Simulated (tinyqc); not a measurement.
Range and order of the fit: effective mass of the split-off band from tabulated energies.

c = hbar^2/2m0. A uniform scatter of up to 0.3 meV has been added to mimic numerical noise.
Constants: hbar^2/2m0 = 3.80998211 eV angstrom^2.

Energies along [111], from the band edge downward:

| k (1/angstrom) | E (meV) |
|---|---|
| 0.000000 | 0.00000 |
| 0.012000 | 4.58180 |
| 0.024000 | 18.34910 |
| 0.036000 | 42.98840 |
| 0.048000 | 79.70160 |
| 0.060000 | 130.40010 |
| 0.072000 | 197.11700 |
| 0.084000 | 280.95550 |
| 0.096000 | 380.63210 |

reference mass (curvature of the model at k = 0.0001 1/angstrom) = 0.121725 m0

Least-squares fits of E = a k^2 (+ b k^4 + d k^6) over points 1 to n, and the line y = c k^2/E against E; errors of m against the reference.

Results:

| n | E at point n (meV) | one term (%) | two terms (%) | three terms (%) | line (%) | rms residual, one term (meV) |
|---|---|---|---|---|---|---|
| 3 | 43.0 | -4.98 | 1.21 | -1.97 | -0.57 | 0.410 |
| 4 | 79.7 | -8.31 | 0.31 | 1.45 | -0.54 | 1.062 |
| 5 | 130.4 | -11.75 | -0.57 | 0.98 | -0.87 | 2.232 |
| 6 | 197.1 | -15.23 | -1.52 | 0.45 | -1.40 | 4.092 |
| 7 | 281.0 | -18.51 | -3.00 | 0.36 | -2.13 | 6.583 |
| 8 | 380.6 | -21.28 | -5.56 | 0.79 | -3.02 | 9.232 |

The error of the parabola goes from -4.98 to -21.28 % as the range widens, and at n = 8 its residual, 9.23 meV, is only 2.4 % of the top energy: a small residual does not vouch for the mass. Over the full range (n = 8) the best form is three terms (0.79 %); the line errs by -0.57 % at n = 3 and -3.02 % at n = 8. Many terms on few points amplify the scatter: three terms err by -2.0 % at n = 3 but by +0.8 % at n = 8.

tinyqc: `OMP_NUM_THREADS=1 python tinyqc.py 1850780 1850781 out.jsonl`; about 0.01 s, one thread, shared Intel(R) Xeon(R) Processor @ 2.30GHz.
